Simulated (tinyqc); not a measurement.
Alloy A(1-x)B(x) by interpolation with bowing: one step. Gaps and lattice constant at x. Four cases, with inputs chosen for the exercise.

Problem. Also give the wavelength hc/E of the lowest gap.

Each gap follows E(x) = (1 - x) E_A + x E_B - C x (1 - x); the lattice constant follows Vegard, a(x) = (1 - x) a_A + x a_B.

Constants: hc = 1239.841984 eV nm.

Case 1.

Values chosen (A near AlAs, B near GaAs; not measured data):
- a = (5.665, 5.658) angstrom (lattice constant of A, B)
- x = 0.63 (fraction of B)
- Eg = (3.067, 1.52) eV (gap at Gamma to the s-like level of A, B)
- EgX = (2.265, 1.996) eV (gap to the lowest valley along Gamma-X of A, B)
- EgL = (2.466, 1.789) eV (gap to L of A, B)
- C = (0.425, 0.123, 0) eV (bowing of the Gamma, X and L gaps)

Case 2.

Values chosen (A near AlAs, B near InAs; not measured data):
- a = (5.659, 6.067) angstrom (lattice constant of A, B)
- x = 0.9 (fraction of B)
- Eg = (3.119, 0.413) eV (gap at Gamma to the s-like level of A, B)
- EgX = (2.232, 1.442) eV (gap to the lowest valley along Gamma-X of A, B)
- EgL = (2.456, 1.121) eV (gap to L of A, B)
- C = (0.762, 0.05, 0) eV (bowing of the Gamma, X and L gaps)

Case 3.

Values chosen (A near GaAs, B near GaSb; not measured data):
- a = (5.652, 6.093) angstrom (lattice constant of A, B)
- x = 0.11 (fraction of B)
- Eg = (1.515, 0.816) eV (gap at Gamma to the s-like level of A, B)
- EgX = (1.959, 1.125) eV (gap to the lowest valley along Gamma-X of A, B)
- EgL = (1.796, 0.868) eV (gap to L of A, B)
- C = (1.543, 1.134, 1.258) eV (bowing of the Gamma, X and L gaps)

Case 4.

Values chosen (A near InAs, B near InSb; not measured data):
- a = (6.054, 6.486) angstrom (lattice constant of A, B)
- x = 0.77 (fraction of B)
- Eg = (0.416, 0.237) eV (gap at Gamma to the s-like level of A, B)
- EgX = (1.414, 0.629) eV (gap to the lowest valley along Gamma-X of A, B)
- EgL = (1.136, 0.941) eV (gap to L of A, B)
- C = (0.727, 0.618, 0.522) eV (bowing of the Gamma, X and L gaps)

Give: a(x); linear parts; bowing terms C x (1 - x); gaps; wavelength of the lowest gap.

Solution.

Case 1.

a(x) = 5.6606 angstrom

linear parts (eV): Gamma 2.0924, X 2.0955, L 2.0395

bowing terms C x (1 - x) (eV): Gamma 0.0991, X 0.0287, L 0.0000

gaps (eV): Gamma 1.9933, X 2.0669, L 2.0395

wavelength of the lowest gap = 622.0 nm

The lowest valley is Gamma, so the gap is direct; the next, L, lies 46 meV higher, whereas the linear parts alone would put L lowest.

Case 2.

a(x) = 6.0262 angstrom

linear parts (eV): Gamma 0.6836, X 1.5210, L 1.2545

bowing terms C x (1 - x) (eV): Gamma 0.0686, X 0.0045, L 0.0000

gaps (eV): Gamma 0.6150, X 1.5165, L 1.2545

wavelength of the lowest gap = 2015.9 nm

The lowest valley is Gamma, so the gap is direct; the next, L, lies 639 meV higher.

Case 3.

a(x) = 5.7005 angstrom

linear parts (eV): Gamma 1.4381, X 1.8673, L 1.6939

bowing terms C x (1 - x) (eV): Gamma 0.1511, X 0.1110, L 0.1232

gaps (eV): Gamma 1.2871, X 1.7562, L 1.5708

wavelength of the lowest gap = 963.3 nm

The lowest valley is Gamma, so the gap is direct; the next, L, lies 284 meV higher.

Case 4.

a(x) = 6.3866 angstrom

linear parts (eV): Gamma 0.2782, X 0.8095, L 0.9859

bowing terms C x (1 - x) (eV): Gamma 0.1288, X 0.1094, L 0.0924

gaps (eV): Gamma 0.1494, X 0.7001, L 0.8934

wavelength of the lowest gap = 8297.8 nm

The lowest valley is Gamma, so the gap is direct; the next, X, lies 551 meV higher.

Computed by tinyqc, one run a case: `OMP_NUM_THREADS=1 python tinyqc.py N N+1 out.jsonl` with N = 1080255, 1080589, 1080714, 1080724; one thread of a shared Intel(R) Xeon(R) Processor @ 2.30GHz, about 0.01 s a run at most.
